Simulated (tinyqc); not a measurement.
Wannier function of the lower band of a two-orbital chain, step by step. Values are carried at full precision from step to step, so a last printed digit may differ when a step is redone from the rounded ones.

H(k) = [[-d/2 - 2 ta cos k, -t1 - t2 exp(-ik)], [-t1 - t2 exp(ik), d/2 - 2 tb cos k]], k in 1/a, Bloch sums with exp(ikR) and without the positions inside the cell. Mesh k_j = 2 pi j/N. Projection gauge: each lower eigenvector u is multiplied by the phase that makes <trial|u> real and positive (the one-band case of Loewdin orthogonalisation). Wannier amplitudes w(R) = (1/N) sum_k exp(ikR) u(k); hoppings H(R) = (1/N) sum_k exp(-ikR) E(k).

Inputs chosen for the exercise: d = -0.52 eV (A at -d/2, B at +d/2); t1 = 1.29 eV (A-B in the cell); t2 = 0.46 eV (B to A of the next cell); ta = 0.17 eV (A-A between cells); tb = -0.07 eV (B-B between cells); N = 8 (k points); th = 20 degrees (trial orbital cos(th) A + sin(th) B in cell 0); xb = 0.44 a (position of B (A at 0)); a = 4 angstrom (period); kq = 0.35 1/a (point off the mesh).

## Bloch states in the projection gauge

Diagonalise at each mesh point and fix the phase.

Mesh:
```
j  E lower (eV)  E upper (eV)               u_A               u_B  |<trial|u>|
0       -1.8501        1.6501           0.70305           0.71114       0.9039
1       -1.7209        1.5795  0.68645-0.03784i  0.71872+0.10396i       0.8909
2       -1.3940        1.3940  0.63432-0.06623i  0.74843+0.18196i       0.8520
3       -1.0343        1.1758  0.54915-0.06334i  0.81495+0.17401i       0.7948
4       -0.8690        1.0690           0.49193           0.87064       0.7600
5       -1.0343        1.1758  0.54915+0.06334i  0.81495-0.17401i       0.7948
6       -1.3940        1.3940  0.63432+0.06623i  0.74843-0.18196i       0.8520
7       -1.7209        1.5795  0.68645+0.03784i  0.71872-0.10396i       0.8909
```

The projection is smallest at j = 4 (0.7600); the gauge is smooth as long as it stays away from zero.

## The Wannier function

w(R) = (1/N) sum_j exp(2 pi i j R/N) u_j, for the N cells nearest the origin; it is real.

Amplitudes:
```
R      on A     on B
-3   0.0008   0.0007
-2  -0.0028  -0.0069
-1   0.0162   0.0577
0    0.6169   0.7682
1    0.0851  -0.1316
2   -0.0156   0.0281
3    0.0034  -0.0066
4   -0.0009   0.0014
```

norm = 1.0000

Cell 0 holds 97.1 % of the weight.

## Centre and spread in real space

Point-like orbitals at R (A) and R + xb (B): centre <x>, spread <x^2> - <x>^2.

centre in units of a = 0.292
centre in angstrom = 1.169
spread = 1.277 angstrom^2

## The same from overlaps (Marzari-Vanderbilt)

b = 2 pi/N; M_j = u_j^+ diag(1, exp(-i b xb)) u_(j+1), with u_N = u_0. Centre = -(1/2 pi) sum arg M_j; gauge-invariant part Omega_I = (1/(N b^2)) sum (1 - |M_j|^2); gauge-dependent part Omega_D = (1/(N b^2)) sum (arg M_j + b centre)^2.

Overlaps:
```
j   |M_j|  arg M_j (rad)
0  0.9971        -0.1309
1  0.9928        -0.1621
2  0.9795        -0.2456
3  0.9536        -0.3778
4  0.9536        -0.3778
5  0.9795        -0.2456
6  0.9928        -0.1621
7  0.9971        -0.1309
```

centre from overlaps = 0.292 a
Omega_I = 0.0614 a^2
Omega_D = 0.0148 a^2

The centre is the Berry phase over 2 pi and does not depend on the trial orbital (modulo a). Omega_D is 19.4 % of the total; in one dimension a gauge that spreads the phase evenly removes it. The total is 0.0762 a^2, against 0.0798 a^2 (centre 0.292 a) in real space on 96 cells.

## Hoppings and interpolation

H(R) = (1/N) sum_j E_j cos(2 pi j R/N) for R = 0 to N/2. Interpolation: E(k) = H(0) + 2 sum H(R) cos(kR), the term R = N/2 of an even mesh counted once.

H(0), H(1), ... (eV): -1.3772  -0.2440  0.0086  -0.0013  0.0004

interpolated E(kq) = -1.8236 eV

The exact value is -1.8236 eV; the interpolation is off by 0.0 meV. Though the chain has short hoppings, the single band has longer ones, made by paths through the other orbital, which the tails of the Wannier function carry.

## Checks

- Centre from overlaps against the real-space centre on 200 points: both 0.2923.
- Omega_I + Omega_D against the real-space spread on 200 points: both 0.0798.

tinyqc: `OMP_NUM_THREADS=1 python tinyqc.py 1482813 1482814 out.jsonl`; about 0.1 s, one thread, shared Intel(R) Xeon(R) Processor @ 2.30GHz.
